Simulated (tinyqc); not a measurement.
## Trap density from swing and capacitance

Inverse problem. In an MOS structure at one bias the subthreshold swing is S = Vt ln 10 (1 + (Cd + q Dit)/Cox) and 1/C_HF = 1/Cox + 1/Cd, Cox = 3.9 eps0/EOT. Find Cd and Dit.

Values chosen for this exercise: temperature T = 300 K; equivalent oxide thickness EOT = 2.2 nm.

Constants: q = 1.602176634e-19 C, kB = 1.380649e-23 J/K, Vt = kB T/q, eps0 = 8.8541878128e-14 F/cm where lengths are in cm. Results are converted to the units shown.

S = 63.775772 mV/decade
C_HF = 75.005113 nF/cm^2

Solution. C_HF gives Cd, and the swing gives Cd + q Dit.

Cd = 78.8 nF/cm^2
Dit = 2.08e11 cm^-2 eV^-1

Numbers from tinyqc (`OMP_NUM_THREADS=1 python tinyqc.py 2030129 2030130 out.jsonl`; about 0.01 s on one thread of a shared Intel Xeon 2.30GHz).
